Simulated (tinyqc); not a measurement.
## Ballistic Schottky-barrier transistor with a one-dimensional channel, WKB contacts: effect of the screening length

Source Fermi level 0, drain Fermi level -Vd. Far from the contacts Ec = pn - psi, and the gate moves psi one to one; the band edges relax as exp(-x/lam) from pn at the source and pn - Vd at the drain; Ev = Ec - Eg. A carrier of energy w inside the channel band meets at a contact a barrier of height D (the contact edge beyond the channel edge): T = 1 for w >= D, else exp(-S), S = 4 lam sqrt(m/C) [sqrt(D - w) - sqrt(w) arctan sqrt((D - w)/w)], C = hbar^2/(2 m0). The two contacts combine as Ts Td/(Ts + Td - Ts Td).

I = g (2 q^2/h) int T(w) [f(Es + w) - f(Ed + w)] dw, f(y) = 1/(1 + exp(y/Vt)). Electrons: Ds = psi, Dd = psi - Vd, Es = Ec, Ed = Ec + Vd. Holes: Ds = -psi, Dd = Vd - psi, Es = -Ev, Ed = -Ev - Vd. The size of each current is taken; both flow from drain to source and add. The integrals are converged.

Inputs (values chosen for the exercise); channel values close to those of a germanium nanowire: temperature T = 300 K; barrier for electrons at both contacts pn = 0.59 eV; electron mass mn = 0.12 m0; valleys or subbands g = 2; drain bias Vd = 0.05 V; band shift psi of the channel by the gate ps = 0.81 V.

Constants: q = 1.602176634e-19 C, kB = 1.380649e-23 J/K, hbar = 1.054571817e-34 J s, h = 6.62607015e-34 J s, m0 = 9.1093837015e-31 kg, Vt = kB T/q, hbar^2/(2 m0) = 0.0380998212 eV nm^2. Results are converted to the units shown.

Effect of the screening length:
```
lam (nm)  current of the electrons (uA)  share over the barriers (%)  |d psi/d log10| of this current (mV/decade)
0.5                               1.598                     2.629e-8                                        780.9
1.6                              0.1427                     2.945e-7                                        323.6
2.6                             0.02088                     2.012e-6                                        224.4
3.7                            0.002977                     1.411e-5                                        178.2
4.8                            5.016e-4                     8.374e-5                                        157.0
5.9                            1.009e-4                     4.162e-4                                        149.0
6.9                            2.766e-5                     0.001519                                        149.4
8                              7.997e-6                     0.005253                                        156.2
```

What does the table show?

The current falls from 1.60 to 8.00e-6 uA, while the share over the barriers rises from 2.63e-8 to 0.00525 %: the thermionic part does not depend on lam, and a thinner barrier adds tunnelling. The swing goes from 781 through a minimum of 149 (at lam = 5.9 nm among the rows listed) to 156 mV/decade.

Range of the model: No scattering, image-force lowering, channel charge or band-to-band tunnelling; parabolic kappa overstates S deep in the gap.

tinyqc, about 0.04 s, one thread, Intel Xeon 2.30GHz (shared host): `OMP_NUM_THREADS=1 python tinyqc.py 2390040 2390041 out.jsonl`
